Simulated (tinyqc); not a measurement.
# Gain of the pnp from the holding current

Question. On state with both base-emitter voltages at Von: npn base current Ib = (Von/Rs + bp Von/Rw)/(bn bp - 1), holding current Ih = (bn + 1) Ib + Von/Rs. Find bp.

Parameters, values chosen for the exercise:
- bn = 22.9 (current gain of the npn)
- Rs = 2000 ohm (substrate resistance shunting the npn)
- Rw = 1500 ohm (well resistance shunting the pnp)
- Von = 0.65 V (base-emitter voltage in the on state)

Ih = 1.0078891 mA

Solution. Ih gives Ib, and Ib (bn bp - 1) = Von/Rs + bp Von/Rw is linear in bp.

bp = 1.60

tinyqc, about 0.04 s, one thread, Intel Xeon 2.30GHz (shared host): `OMP_NUM_THREADS=1 python tinyqc.py 2670046 2670047 out.jsonl`
